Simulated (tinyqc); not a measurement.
From results back to parameters: shallow acceptor in the spherical four-band model. Four cases, with inputs chosen for the exercise.

Problem. The binding energy of the ground state was computed from a hidden mu.

The ground state 1S3/2 has an L = 0 part f(r) and an L = 2 part g(r). In units of Ry* and a*, with Gaussians f_i = exp(-a_i r^2), g_i = r^2 exp(-a_i r^2), A = a_i + a_j and I(n) = Gamma((n + 1)/2)/(2 A^((n + 1)/2)): S_ff = I(2), S_gg = I(6), H_ff = (6 a_i a_j/A) I(2) - 2 I(1), H_gg = (14 a_i a_j/A) I(6) - 2 I(5), H_fg = -mu [15 I(2) - 20 a_j I(4) + 4 a_j^2 I(6)]; each function is then normalised. The split-off band is left out.

Converged values use 22 exponents 2.2^i, i = -7 to 14, for f and for g.

Find: binding in Ry*; mu; heavy/light mass ratio (1 + mu)/(1 - mu).

Method. The binding in Ry* rises steadily with mu, so bisection finds one value.

Case 1.

Ry* = 22.076 meV
binding energy = 27.602 meV

Solution.

binding in Ry* = 1.250
mu = 0.467
heavy/light mass ratio (1 + mu)/(1 - mu) = 2.8

Case 2.

Ry* = 28.590 meV
binding energy = 35.422 meV

Solution.

binding in Ry* = 1.239
mu = 0.459
heavy/light mass ratio (1 + mu)/(1 - mu) = 2.7

Case 3.

Ry* = 4.253 meV
binding energy = 11.435 meV

Solution.

binding in Ry* = 2.689
mu = 0.809
heavy/light mass ratio (1 + mu)/(1 - mu) = 9.5

Case 4.

Ry* = 4.064 meV
binding energy = 11.248 meV

Solution.

binding in Ry* = 2.768
mu = 0.816
heavy/light mass ratio (1 + mu)/(1 - mu) = 9.9

Computed by tinyqc, one run a case: `OMP_NUM_THREADS=1 python tinyqc.py N N+1 out.jsonl` with N = 1281214, 1281252, 1281253, 1281266; one thread of a shared Intel(R) Xeon(R) Processor @ 2.30GHz, about 0.04 s a run at most.
